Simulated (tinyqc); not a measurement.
Worked calculation: UHF in the 3-21g basis, for H2-, spin multiplicity 2. The basis has no diffuse functions, so it cannot describe the extra electron: this is an exercise in the method, not the real anion. One step of it, computed by the program tinyqc.

Problem. Iteration 1: building the Fock matrix. J_ij = sum D_kl (ij|kl) with D = D(alpha) + D(beta), K_ij = sum D_kl (ik|jl) for each spin; F = H + J - K(s); E = tr D H + tr D J / 2 - 0.5 sum_s tr D(s) K(s) + E_nn.

D(alpha) at the start:
```
           1H 1s      1H 2s      2H 1s      2H 2s
1H 1s   0.542686   0.282735  -0.479504  -0.134889
1H 2s   0.282735   0.258292  -0.134889   0.087668
2H 1s  -0.479504  -0.134889   0.542686   0.282735
2H 2s  -0.134889   0.087668   0.282735   0.258292
```

D(beta) at the start:
```
          1H 1s     1H 2s     2H 1s     2H 2s
1H 1s  0.031591  0.073923  0.031591  0.073923
1H 2s  0.073923  0.172980  0.073923  0.172980
2H 1s  0.031591  0.073923  0.031591  0.073923
2H 2s  0.073923  0.172980  0.073923  0.172980
```

core Hamiltonian H = T + V (hartree):
```
           1H 1s      1H 2s      2H 1s      2H 2s
1H 1s  -0.747190  -0.856966  -0.508060  -0.624514
1H 2s  -0.856966  -0.905374  -0.624514  -0.778766
2H 1s  -0.508060  -0.624514  -0.747190  -0.856966
2H 2s  -0.624514  -0.778766  -0.856966  -0.905374
```

Two-electron integrals (ij|kl) in chemists' order, unique and non-zero (hartree):
```
(11|11) 1.140145   (21|11) 0.611403   (21|21) 0.345152   (22|11) 0.626370
(22|21) 0.380329   (22|22) 0.482957   (31|11) 0.224309   (31|21) 0.129301
(31|22) 0.146723   (31|31) 0.067279   (32|11) 0.258179   (32|21) 0.158324
(32|22) 0.202687   (32|31) 0.088872   (32|32) 0.138248   (33|11) 0.565619
(33|21) 0.355709   (33|22) 0.476390   (33|31) 0.224309   (33|32) 0.379127
(33|33) 1.140145   (41|11) 0.379127   (41|21) 0.215134   (41|22) 0.239124
(41|31) 0.088872   (41|32) 0.111568   (41|33) 0.258179   (41|41) 0.138248
(42|11) 0.441067   (42|21) 0.270097   (42|22) 0.350434   (42|31) 0.119761
(42|32) 0.177745   (42|33) 0.441067   (42|41) 0.177745   (42|42) 0.278279
(43|11) 0.355709   (43|21) 0.222273   (43|22) 0.297581   (43|31) 0.129301
(43|32) 0.215134   (43|33) 0.611403   (43|41) 0.158324   (43|42) 0.270097
(43|43) 0.345152   (44|11) 0.476390   (44|21) 0.297581   (44|22) 0.407146
(44|31) 0.146723   (44|32) 0.239124   (44|33) 0.626370   (44|41) 0.202687
(44|42) 0.350434   (44|43) 0.380329   (44|44) 0.482957
```

nuclear repulsion = 0.57644576 hartree

Give: Coulomb J; exchange K(alpha); exchange K(beta); F(alpha); F(beta); total energy of this density.

Solution.

Coulomb J (hartree):
```
       1H 1s  1H 2s  2H 1s  2H 2s
1H 1s  2.096  1.232  0.549  0.806
1H 2s  1.232  1.498  0.806  1.189
2H 1s  0.549  0.806  2.096  1.232
2H 2s  0.806  1.189  1.232  1.498
```

exchange K(alpha) (hartree):
```
       1H 1s  1H 2s  2H 1s  2H 2s
1H 1s  0.862  0.593  0.150  0.369
1H 2s  0.593  0.557  0.369  0.474
2H 1s  0.150  0.369  0.862  0.593
2H 2s  0.369  0.474  0.593  0.557
```

exchange K(beta) (hartree):
```
       1H 1s  1H 2s  2H 1s  2H 2s
1H 1s  0.389  0.379  0.270  0.336
1H 2s  0.379  0.431  0.336  0.410
2H 1s  0.270  0.336  0.389  0.379
2H 2s  0.336  0.410  0.379  0.431
```

F(alpha) (hartree):
```
        1H 1s   1H 2s   2H 1s   2H 2s
1H 1s   0.488  -0.218  -0.109  -0.188
1H 2s  -0.218   0.036  -0.188  -0.064
2H 1s  -0.109  -0.188   0.488  -0.218
2H 2s  -0.188  -0.064  -0.218   0.036
```

F(beta) (hartree):
```
        1H 1s   1H 2s   2H 1s   2H 2s
1H 1s   0.960  -0.004  -0.229  -0.155
1H 2s  -0.004   0.162  -0.155   0.000
2H 1s  -0.229  -0.155   0.960  -0.004
2H 2s  -0.155   0.000  -0.004   0.162
```

total energy of this density = -0.47808 hartree
